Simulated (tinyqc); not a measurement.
# Changing the trap density N_t

Model: admittance spectroscopy and thermally stimulated current of one trap level in a depletion layer. Computed by tinyqc, a small Python program. Command: `OMP_NUM_THREADS=1 python tinyqc.py 3113990 3113991 out.jsonl admit sweep`. One thread of a shared host (Intel(R) Xeon(R) Processor @ 2.30GHz), about 0.01 s of CPU time with the checks.

A Schottky junction on n-type material holds one donor-like electron trap; shallow donors are fully ionised and abrupt depletion edges are assumed.

Inputs (values chosen for the exercise, modelled on n-type GaAs): dielectric constant eps = 13.1; density-of-states mass m = 0.0685 m_0; shallow doping N = 1.7e+15 1/cm^3; trap depth E_t below the band = 0.418 eV; capture cross section sigma = 1.4e-14 cm^2; band bending V_b = 0.89 V; test frequency f = 600000 Hz.

Constants: k_B = 1.380649e-23 J/K; m_0 = 9.1093837015e-31 kg; h = 6.62607015e-34 J s; k_B = 8.617333262e-05 eV/K; eps_0 = 8.8541878128e-12 F/m; e = 1.602176634e-19 C.

Method:
- N_c = 2 (2 pi m k_B T/h^2)^(3/2), v_th = sqrt(3 k_B T/m), emission rate e_n = sigma v_th N_c exp(-E_t/(k_B T)).
- Where the level crosses the Fermi level capture equals emission, so the trap follows the signal with the rate 2 e_n; G/omega peaks at omega = 2 e_n (the correction for large N_t/N is left out).
- Solve 2 e_n(T_p) = 2 pi f.
- With E_c - E_F = k_B T_p ln(N_c/N): lambda = sqrt(2 eps eps_0 (E_t - (E_c - E_F))/(e^2 N)); traps are empty and charged for x < x_t = w - lambda, and V_b = e (N w^2 + N_t x_t^2)/(2 eps eps_0). High frequency: C_hf = eps eps_0/w. Low frequency: C_lf = eps eps_0 (N + N_t)/(N w + N_t x_t).

One run for each value:
```
trap density N_t (1/cm^3)  step (C_lf - C_hf)/C_hf  small-N_t estimate (N_t/N)(lambda/w)  depletion width w (nm)
1.70e+13                                   0.00492                                0.0049                  869.53
3.60e+13                                   0.01038                                0.0105                  868.31
7.70e+13                                   0.02201                                0.0225                  865.70
1.60e+14                                   0.04493                                0.0470                  860.57
3.50e+14                                   0.09463                                0.1042                  849.59
7.50e+14                                   0.18878                                0.2289                  829.30
1.60e+15                                   0.35548                                0.5091                  795.33
3.40e+15                                   0.62355                                1.1522                  746.74
```

What does the table show, and why?

Over the rows, step (C_lf - C_hf)/C_hf rises from 0.00492 to 0.624 (exponent d ln y / d ln x 0.99 between the first rows and 0.75 between the last); small-N_t estimate (N_t/N)(lambda/w) rises from 0.00495 to 1.15 (exponent d ln y / d ln x 1.0 between the first rows and 1.1 between the last); depletion width w (nm) falls from 870 to 747 (exponent d ln y / d ln x -0.0019 between the first rows and -0.084 between the last). At the low end the exponent of step (C_lf - C_hf)/C_hf is 0.99, close to 1: a dilute trap.

Caution (rows 7.50e14, 1.60e15, 3.40e15): N_t/N is not small, so the peak moves away from omega = 2 e_n.

Extremes, crossings and ranges named in words are read from the listed rows.
